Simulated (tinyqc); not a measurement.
Absorption spectrum: gated graphene: carriers, quantum capacitance and optical conductivity.

Conductivity over sigma0 = e^2/(4 hbar): interband Re = sinh(E/2kT)/(cosh(mu/kT) + cosh(E/2kT)); intraband Re = (8 kT/pi) ln(2 cosh(mu/2kT)) Gm/(E^2 + Gm^2). A free sheet absorbs about pi alpha_f Re(sigma/sigma0), alpha_f the fine-structure constant (alpha among the constants).

Constants: kB = 8.617333262e-05 eV/K; fine-structure constant alpha = 0.007297352564.

Values chosen for the exercise (out of a larger set: Fermi velocity near that of graphene, gate dielectric near SiO2; not measured data): T = 300 K; Gm = 20 meV (intraband damping).

mu = 0.26085 eV

Results:

| E (eV) | interband | intraband | absorption (%) |
|---|---|---|---|
| 0.052 | 0.0001 | 2.1400 | 4.906 |
| 0.104 | 0.0003 | 0.5922 | 1.358 |
| 0.183 | 0.0014 | 0.1960 | 0.453 |
| 0.261 | 0.0064 | 0.0969 | 0.237 |
| 0.365 | 0.0460 | 0.0497 | 0.220 |
| 0.443 | 0.1791 | 0.0338 | 0.488 |
| 0.522 | 0.5014 | 0.0243 | 1.205 |
| 0.678 | 0.9536 | 0.0144 | 2.219 |
| 0.835 | 0.9977 | 0.0095 | 2.309 |
| 1.043 | 1.0000 | 0.0061 | 2.306 |
| 1.565 | 1.0000 | 0.0027 | 2.299 |

Give the missing row, E (eV) = 0.600.

Computed row:
```
E (eV)  interband  intraband  absorption (%)
0.600      0.8197     0.0184           1.921
```

The edge lies at 2|mu| = 0.522 eV and, for |mu| above about 3 kT (here 10.1), rises from 10 % to 90 % over about 8.8 kT = 0.227 eV. The absorption is lowest, 0.220 %, at 0.365 eV of those listed, between the Drude tail and the edge; at the last row it is 2.299 % against pi alpha_f = 2.293 %. The thin-sheet formula fails where the absorption is large, and trigonal warping matters above about 1.5 eV.

(tinyqc, `OMP_NUM_THREADS=1 python tinyqc.py 1680623 1680624 out.jsonl`, Intel(R) Xeon(R) Processor @ 2.30GHz, 1 thread, shared host, about 0.01 s.)
